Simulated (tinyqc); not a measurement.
From results back to parameters: carrier statistics of a doped semiconductor with parabolic bands. Three cases, with inputs chosen for the exercise.

Problem. With Boltzmann statistics and no minority carriers, p (p + ND)/(NA - ND - p) = K(T) = (N(T)/4) exp(-E/kB T), E the ionisation energy of the majority dopant and N = 2 (m kB T/(4 pi c))^(3/2) with c = hbar^2/2m0, in 1/angstrom^3; times 1e24 for 1/cm^3, m = m_d. E = EA is known; the two densities were computed from hidden NA and ND.

Constants: hbar^2/2m0 = 3.80998211 eV angstrom^2; kB = 8.617333262e-05 eV/K.

Find: K(Ta), K(Tb); NA; ND.

Method. Each temperature gives one linear equation, K NA - (K + p) ND = p^2 + K p; solve the pair.

Case 1.

Values chosen (near those of GaSb; the results hold for these values, not for the real material): EA = 0.0129 eV (acceptor level above Ev); m_d = 0.411 m0 (density-of-states mass of the majority band); Ta = 16 K; Tb = 32 K.

p(Ta) = 9.322895e+13 1/cm^3
p(Tb) = 5.784870e+15 1/cm^3

Solution.

K(Ta), K(Tb) (1/cm^3): 1.760e+12  5.354e+14

NA = 8.60e+16 1/cm^3
ND = 1.50e+15 1/cm^3

Case 2.

Values chosen (near those of Ge; the results hold for these values, not for the real material): EA = 0.0116 eV (acceptor level above Ev); m_d = 0.343 m0 (density-of-states mass of the majority band); Ta = 14 K; Tb = 33 K.

p(Ta) = 1.794067e+13 1/cm^3
p(Tb) = 3.599103e+15 1/cm^3

Solution.

K(Ta), K(Tb) (1/cm^3): 8.475e+11  7.780e+14

NA = 2.70e+16 1/cm^3
ND = 1.20e+15 1/cm^3

Case 3.

Values chosen (near those of Ge; the results hold for these values, not for the real material): EA = 0.0107 eV (acceptor level above Ev); m_d = 0.344 m0 (density-of-states mass of the majority band); Ta = 15 K; Tb = 25 K.

p(Ta) = 4.991411e+12 1/cm^3
p(Tb) = 2.866489e+14 1/cm^3

Solution.

K(Ta), K(Tb) (1/cm^3): 3.596e+12  2.121e+14

NA = 4.30e+16 1/cm^3
ND = 1.80e+16 1/cm^3

Computed by tinyqc, one run a case: `OMP_NUM_THREADS=1 python tinyqc.py N N+1 out.jsonl` with N = 1680696, 1680731, 1681076; one thread of a shared Intel(R) Xeon(R) Processor @ 2.30GHz, about 0.01 s a run at most.
